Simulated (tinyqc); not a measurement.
Metal-induced gap states at the contact of a metal chain and a two-band chain: sweeps and comparisons. A value that a table varies takes the place of the one given here.

The semiconductor alternates sites A at -Eg/2 and C at +Eg/2 with hopping -t; the gap runs from -Eg/2 to Eg/2. In the gap cosh(q a) = 1 + (Eg^2/4 - E^2)/(2 t^2) and the amplitude changes by -exp(-q a) a period. The metal has site energy 0 and hopping -tm; its end site has g_m = (E - i sqrt(4 tm^2 - E^2))/(2 tm^2). Sites 1, 2, ... count into the semiconductor, with energies e1, e2 alternating. The clean half chain has g1 = 1/(E - e1 - t^2 g2), g2 = 1/(E - e2 - t^2 g1), decaying root. With the contact G11 = 1/(1/g1 - tc^2 g_m), and the density on site j is -Im G_jj/pi = |psi_j/psi_1|^2 (-Im G11/pi), per spin, with psi_2/psi_1 = -t g2, psi_3/psi_2 = -t g1.

Constants: e^2/(4 pi eps0) = 14.39964547 eV angstrom.

Parameters, chosen for this exercise (gap and optical dielectric constant near those of GaAs; the chain itself is a model; not measured data): Eg = 1.37 eV (gap); t = 2.99 eV (hopping in the semiconductor); tm = 3.43 eV (hopping in the metal); tc = 1.52 eV (hopping across the contact); end = A (site that touches the metal); a = 4 angstrom (period (two sites); one chain for each area a^2); eps = 10.5 (dielectric constant); E = -0.24 eV (energy from mid-gap).

## Across the gap

E = f Eg. Share on C: the part of the summed density that lies on C sites, whose orbitals make the conduction edge.

Gap states:

| f | E (eV) | xi = 1/(2q) (angstrom) | D1 (1/eV) | D2 (1/eV) | sum (1/eV) | share on C |
|---|---|---|---|---|---|---|
| -0.48 | -0.658 | 31.18 | 0.3026 | 0.0058 | 2.5620 | 0.019 |
| -0.40 | -0.548 | 14.56 | 0.1251 | 0.0121 | 0.5713 | 0.088 |
| -0.30 | -0.411 | 10.93 | 0.0655 | 0.0136 | 0.2580 | 0.172 |
| -0.15 | -0.205 | 9.17 | 0.0328 | 0.0142 | 0.1328 | 0.302 |
| 0.00 | 0.000 | 8.75 | 0.0183 | 0.0146 | 0.0898 | 0.443 |
| 0.15 | 0.205 | 9.17 | 0.0102 | 0.0153 | 0.0722 | 0.599 |
| 0.30 | 0.411 | 10.93 | 0.0050 | 0.0166 | 0.0705 | 0.769 |
| 0.40 | 0.548 | 14.56 | 0.0023 | 0.0183 | 0.0858 | 0.887 |
| 0.48 | 0.658 | 31.18 | 0.0005 | 0.0211 | 0.1791 | 0.979 |

What can be read from the table?

The decay length xi of the density is shortest at mid-gap, 8.75 angstrom, and grows to 31.2 near the edges. The summed density is least at f = 0.3 (0.0705) and largest at f = -0.48 (2.5620 1/eV). The share on C goes from 0.02 to 0.98 and passes one half near f = +0.055, a point that depends on which site ends the chain. The states turn from valence-like to conduction-like across the gap; the branch point, where the decay is fastest, lies at mid-gap in this symmetric chain and is the usual estimate of the neutrality level.

## Wider gaps pin less

E = 0; Eg is varied and eps follows 1 + (eps0 - 1)(Eg0/Eg), with the given Eg and eps as Eg0 and eps0. xi = 1/(2q), N = 2 (summed density)/a^2, S = 1/(1 + 4 pi e^2 N xi/eps).

Against the gap:

| Eg (eV) | eps | xi (angstrom) | summed density (1/eV) | S | S at fixed eps |
|---|---|---|---|---|---|
| 0.50 | 27.03 | 23.93 | 0.2628 | 0.160 | 0.069 |
| 0.75 | 18.35 | 15.96 | 0.1719 | 0.228 | 0.145 |
| 1.10 | 12.83 | 10.89 | 0.1141 | 0.313 | 0.272 |
| 1.50 | 9.68 | 7.99 | 0.0812 | 0.397 | 0.417 |
| 2.30 | 6.66 | 5.23 | 0.0498 | 0.531 | 0.641 |
| 3.40 | 4.83 | 3.56 | 0.0310 | 0.659 | 0.808 |
| 5.50 | 3.37 | 2.25 | 0.0164 | 0.802 | 0.927 |
| 9.00 | 2.45 | 1.44 | 0.0079 | 0.905 | 0.976 |

What can be read from the table?

From Eg = 0.5 to 9 eV xi falls by a factor 16.6 and the summed density by 33.5, so at fixed eps S rises from 0.07 to 0.98. The weaker screening of wide-gap solids works against this: with it S goes from 0.16 to 0.91.

## Weakening the contact bond

At the given E, tc is varied, as by a thin spacer. xi = 1/(2q), N = 2 (summed density)/a^2, S = 1/(1 + 4 pi e^2 N xi/eps) with xi and eps kept.

Against tc:

| tc (eV) | D1 (1/eV) | summed density (1/eV) | S |
|---|---|---|---|
| 0.10 | 0.00017 | 0.00069 | 0.9862 |
| 0.25 | 0.00109 | 0.00433 | 0.9198 |
| 0.50 | 0.00434 | 0.01729 | 0.7420 |
| 0.80 | 0.01101 | 0.04386 | 0.5313 |
| 1.20 | 0.02397 | 0.09551 | 0.3423 |
| 1.80 | 0.04715 | 0.18789 | 0.2092 |
| 2.50 | 0.06482 | 0.25829 | 0.1614 |
| 3.50 | 0.06089 | 0.24262 | 0.1700 |

How do the results move?

For a weak bond the density goes as tc^2 (ratio 6.25 between 0.25 and 0.1 eV, against 6.25). It is largest at tc = 2.5 eV among these rows and falls beyond, as the first site pairs off with the metal. S is 0.986 at 0.1 eV and has its least value, 0.161, in that row.

## What each parameter does

xi = 1/(2q), summed density, and S = 1/(1 + 4 pi e^2 N xi/eps), N = 2 (summed density)/a^2. Each row changes one parameter from the base and keeps the others.

Results:

| case | xi (angstrom) | summed density (1/eV) | S |
|---|---|---|---|
| base | 9.339 | 0.14495 | 0.2554 |
| Eg = 1.507 eV | 8.392 | 0.12365 | 0.3091 |
| t = 3.289 eV | 10.269 | 0.13446 | 0.2516 |
| tm = 3.773 eV | 9.339 | 0.13401 | 0.2706 |
| tc = 1.672 eV | 9.339 | 0.16871 | 0.2276 |
| eps = 11.55 | 9.339 | 0.14495 | 0.2739 |
| end = C | 9.339 | 0.07084 | 0.4124 |

What does this show?

The largest shifts from the base row, up to three for each result and ties (the steps differ in size, so this ranks the rows, not the parameters). xi (angstrom): Eg -0.946, t +0.930; unchanged at the printed digits by tm, tc, eps and end. summed density (1/eV): end -0.07411, tc +0.02376, Eg -0.02130; unchanged at the printed digits by eps. S: end +0.1570, Eg +0.0537, tc -0.0278. The decay length belongs to the semiconductor alone; the metal and the contact set only the amplitude.

Program tinyqc; command `OMP_NUM_THREADS=1 python tinyqc.py 1481214 1481215 out.jsonl`; about 0.01 s on one thread of a shared Intel(R) Xeon(R) Processor @ 2.30GHz.
